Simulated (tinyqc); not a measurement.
From results back to parameters: band offset of a heterojunction with an interface dipole (two-band chains, self-consistent charge). Five cases, with inputs chosen for the exercise.

Problem. D0 is the offset of the mid-gaps without dipole, chi the charge moved per eV of offset and u the potential step per electron moved. In linear response the valence offset is S D0 - (G2 - G1)/2 with S = 1/(1 + u chi/2). Two interfaces between the same crystals differ in D0 by a known amount, as from a layer of fixed dipoles; their offsets come from hidden S and D0.

Case 1.

Values chosen (out of a larger set: gaps near those of Si and GaP; the chains and D0 are free models, so the offsets are not those of the real pair; not measured data): G1 = 1.17 eV (gap on the left); G2 = 2.24 eV (gap on the right).

chi = 0.31573 1/eV

valence offsets (eV): first -0.90485, second -0.17653

D0(second) - D0(first) = 1.28 eV

Case 2.

Values chosen (out of a larger set: gaps near those of Si and HfO2; the chains and D0 are free models, so the offsets are not those of the real pair; not measured data): G1 = 1.1 eV (gap on the left); G2 = 6.08 eV (gap on the right).

chi = 0.13057 1/eV

valence offsets (eV): first -2.99715, second -2.14385

D0(second) - D0(first) = 1.06 eV

Case 3.

Values chosen (out of a larger set: gaps near those of Si and SiO2; the chains and D0 are free models, so the offsets are not those of the real pair; not measured data): G1 = 1.07 eV (gap on the left); G2 = 8.69 eV (gap on the right).

chi = 0.06592 1/eV

valence offsets (eV): first -4.47385, second -3.03395

D0(second) - D0(first) = 1.54 eV

Case 4.

Values chosen (out of a larger set: gaps near those of GaN and AlN; the chains and D0 are free models, so the offsets are not those of the real pair; not measured data): G1 = 3.52 eV (gap on the left); G2 = 5.85 eV (gap on the right).

chi = 0.09312 1/eV

valence offsets (eV): first -1.29505, second -0.73150

D0(second) - D0(first) = 0.65 eV

Case 5.

Values chosen (out of a larger set: gaps near those of GaAs and AlAs; the chains and D0 are free models, so the offsets are not those of the real pair; not measured data): G1 = 1.35 eV (gap on the left); G2 = 2.26 eV (gap on the right).

chi = 0.29802 1/eV

valence offsets (eV): first -0.85876, second 0.10738

D0(second) - D0(first) = 1.34 eV

Find: S; D0 of the first; u.

Solution. S is the change of the offset over the change of D0; then D0 = (offset + (G2 - G1)/2)/S and u = 2 (1/S - 1)/chi.

Case 1.

S = 0.569
D0 of the first = -0.65 eV
u = 4.8 eV

Case 2.

S = 0.805
D0 of the first = -0.63 eV
u = 3.7 eV

Case 3.

S = 0.935
D0 of the first = -0.71 eV
u = 2.1 eV

Case 4.

S = 0.867
D0 of the first = -0.15 eV
u = 3.3 eV

Case 5.

S = 0.721
D0 of the first = -0.56 eV
u = 2.6 eV

Computed by tinyqc, one run a case: `OMP_NUM_THREADS=1 python tinyqc.py N N+1 out.jsonl` with N = 1481735, 1481773, 1481794, 1481796, 1481878; one thread of a shared Intel(R) Xeon(R) Processor @ 2.30GHz, about 0.5 s a run at most.
